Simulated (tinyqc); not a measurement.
# Changing the energy inside the band E

Model: Koster-Slater impurity in a tight-binding band, by Green functions and by supercells. Computed by tinyqc, a small Python program. Command: `OMP_NUM_THREADS=1 python tinyqc.py 3009742 3009743 out.jsonl kosterslater sweep`. One thread of a shared host (Intel(R) Xeon(R) Processor @ 2.30GHz), about 0.08 s of CPU time with the checks.

One orbital per site, e(k) = -2 t sum cos(k_i) over 3 direction(s), band from -6 t to 6 t, lattice constant 1. One site has the extra energy U. Spin is left out.

Inputs (values chosen for the exercise, for a model band):

| quantity | value | unit |
|---|---|---|
| hopping t | 0.83 | eV |
| impurity potential U | -6.25 | eV |
| broadening eta | 0.083 | eV |
| impurity concentration c | 0.0003 | per site |

Lattice: simple cubic.

Constants: hbar = 6.582119569e-16 eV s.

Method. Inside the band G0(z), z = E + i eta, comes from the chain form 1/(sqrt(y - 2t) sqrt(y + 2t)) (principal roots) at y = z + 2 t cos k + 2 t cos k', averaged over k and k' in (0, pi) with 200 Gauss-Legendre points each. T = U/(1 - U G0); phase shift delta = -arg(1 - U G0) in (-pi, pi]; host density of states -Im G0/pi; on the impurity -Im[G0/(1 - U G0)]/pi; lifetime of a band state hbar/(-2 c Im T).

One run for each value:

| energy inside the band E (eV) | host density of states (1/eV) | density of states on the impurity (1/eV) | phase shift delta (rad) | scattering lifetime (fs) |
|---|---|---|---|---|
| -4.730 | 0.0181 | 0.02045 | 2.754 | 437 |
| -3.680 | 0.0484 | 0.02494 | 2.391 | 358 |
| -2.630 | 0.0834 | 0.02072 | 2.187 | 431 |
| -1.580 | 0.1615 | 0.01504 | 1.825 | 594 |
| -0.526 | 0.1683 | 0.01499 | 1.406 | 596 |
| 0.526 | 0.1683 | 0.01292 | 1.158 | 692 |
| 1.580 | 0.1615 | 0.00895 | 0.843 | 998 |
| 2.630 | 0.0834 | 0.00658 | 0.478 | 1358 |
| 3.680 | 0.0484 | 0.00483 | 0.305 | 1850 |
| 4.730 | 0.0181 | 0.00216 | 0.123 | 4136 |

What does the table show?

Over the rows, host density of states (1/eV) goes from 0.0181 through a maximum among these rows, 0.168 at -0.526, to 0.0181; density of states on the impurity (1/eV) goes from 0.0205 through a maximum among these rows, 0.0249 at -3.68, to 0.00216; phase shift delta (rad) falls from 2.75 to 0.123.

Extremes, crossings and ranges named in words are read from the listed rows.
